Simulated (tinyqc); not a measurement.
The 3-omega method: a line heater on a substrate with a thin film. Changing the heater half-width b. Computed by tinyqc, a small Python program. Command: `OMP_NUM_THREADS=1 python tinyqc.py 3025475 3025476 out.jsonl threeomega sweep`. One thread of a shared host (Intel(R) Xeon(R) Processor @ 2.30GHz), about 0.01 s of CPU time with the checks.

A current at angular frequency omega = 2 pi f heats the line at 2 omega with the amplitude P per length; the temperature swing Delta T at 2 omega gives a voltage at 3 omega. The substrate is taken as semi-infinite and isotropic, and the heat capacity of heater and film is left out.

Inputs (values chosen for the exercise, modelled on a phase-change telluride on sapphire):
```
quantity,value,unit
substrate conductivity kappa,33.9,W/(m K)
substrate heat capacity C,3,1e6 J/(m^3 K)
power amplitude per length P,15,W/m
current frequency f,920,Hz
film thickness t,150,nm
film conductivity kappa_f,0.55,W/(m K)
interface resistance R_i,19,m^2 K/GW
substrate thickness d_s,380,micrometre
temperature coefficient of resistance beta,1.7,1e-3/K
voltage amplitude V_1,2.6,V
```

Method:
- D = kappa/C; q = sqrt(2 i omega/D); penetration depth 1/|q| = sqrt(D/(2 omega)).
- Delta T_s = (P/(pi kappa)) int_0^infinity (sin x/x)^2 / sqrt(x^2 + (q b)^2) dx with (q b)^2 = i |q b|^2, averaged over the heater width (12 Gauss-Legendre points on each of the pieces 0, 14 log-spaced edges from 1e-5 to 1, and multiples of pi to 40 pi; the tail adds 1/(4 (40 pi)^2)).
- For |q| b much below 1: Delta T_s = (P/(pi kappa)) [-ln(|q| b) + eta - i pi/4], eta = 3/2 - C_E = 0.92278, with Euler's C_E = 0.5772157.
- One-dimensional flow across the film: Delta T_f = P (t/kappa_f + R_i)/(2 b); total in-phase swing Delta T = Delta T_s + Delta T_f; third-harmonic amplitude V_3 = V_1 beta |Delta T|/2 with the out-of-phase part included; the apparent film conductivity is t/(t/kappa_f + R_i).
- Take the in-phase swing at f and at 2f; in the narrow-line limit kappa = P ln 2/(2 pi [Delta T(f) - Delta T(2f)]), whatever the film and the heater width.

One run for each value:
```
heater half-width b (micrometre),error of the slope method (%),in-phase Delta T_s (K),Delta T_f (K),film share of the in-phase swing,|q| b
0.50,9.6568e-03,0.71245,4.3759,0.85998,0.0160
0.94,3.4105e-02,0.62355,2.3276,0.78871,0.0301
1.80,1.2477e-01,0.53210,1.2155,0.69553,0.0576
3.40,4.4250e-01,0.44268,0.6435,0.59245,0.1088
6.30,1.4979e+00,0.35633,0.3473,0.49358,0.2015
12.00,5.2639e+00,0.26744,0.1823,0.40539,0.3838
22.00,1.6767e+01,0.18764,0.0995,0.34642,0.7037
42.00,5.5995e+01,0.11350,0.0521,0.31459,1.3434
80.00,1.7130e+02,0.06123,0.0273,0.30875,2.5589
```

Over the rows, error of the slope method (%) rises from 0.00966 to 171 (exponent d ln y / d ln x 2.0 between the first rows and 1.7 between the last); in-phase Delta T_s (K) falls from 0.712 to 0.0612 (exponent d ln y / d ln x -0.21 between the first rows and -0.96 between the last); Delta T_f (K) falls from 4.38 to 0.0273 (exponent d ln y / d ln x about -1.0 throughout). The exponent of Delta T_f stays at -1: the flux is P/(2b). Narrow heaters keep the slope method exact and raise the film signal as 1/b, while the substrate signal changes only as ln b as long as |q| b is well below 1.

Extremes, crossings and ranges named in words are read from the listed rows.
